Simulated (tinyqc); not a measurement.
Worked calculation: plane-wave Kohn-Sham cycle with exchange-only LDA in a layered model solid. One step of it, computed by the program tinyqc.

Problem. Iteration 1: potential. V_H(G) = 4 pi rho(G)/G^2 for G != 0 (uniform background); v_x = -(3 rho/pi)^(1/3); V = V_ext + V_H + v_x; Fourier components f(G_m) = (1/N) sum_j f(x_j) exp(-i G_m x_j).

A solid whose potential varies along x alone (atomic units):
```
parameter,value
period a,13.400000
cross-section of the cell,12.000000
electrons per cell,4
grid points,16
"plane waves -n..n, n",3
k points,4
V1 in V1 cos(2 pi x/a),-0.790000
```

density at the start, on the grid x_j = j a/N (e/bohr^3): 0.02487562  0.02487562  0.02487562  0.02487562  0.02487562  0.02487562  0.02487562  0.02487562  0.02487562  0.02487562  0.02487562  0.02487562  0.02487562  0.02487562  0.02487562  0.02487562

Give: Potentials on the grid; V(G_m), m = 0, 1, 2, ....

Solution.

Potentials on the grid (hartree):
```
x,V_ext,V_H,v_x,V
0.0000,-0.7900,0.0000,-0.2875,-1.0775
0.8375,-0.7299,0.0000,-0.2875,-1.0173
1.6750,-0.5586,0.0000,-0.2875,-0.8461
2.5125,-0.3023,0.0000,-0.2875,-0.5898
3.3500,0,0.0000,-0.2875,-0.2875
4.1875,0.3023,0.0000,-0.2875,0.0149
5.0250,0.5586,0.0000,-0.2875,0.2712
5.8625,0.7299,0.0000,-0.2875,0.4424
6.7000,0.7900,0.0000,-0.2875,0.5025
7.5375,0.7299,0.0000,-0.2875,0.4424
8.3750,0.5586,0.0000,-0.2875,0.2712
9.2125,0.3023,0.0000,-0.2875,0.0149
10.0500,0,0.0000,-0.2875,-0.2875
10.8875,-0.3023,0.0000,-0.2875,-0.5898
11.7250,-0.5586,0.0000,-0.2875,-0.8461
12.5625,-0.7299,0.0000,-0.2875,-1.0173
```

V(G_m), m = 0, 1, 2, ... (hartree): -0.2875  -0.3950  0.0000  0.0000  0.0000  0.0000  0.0000
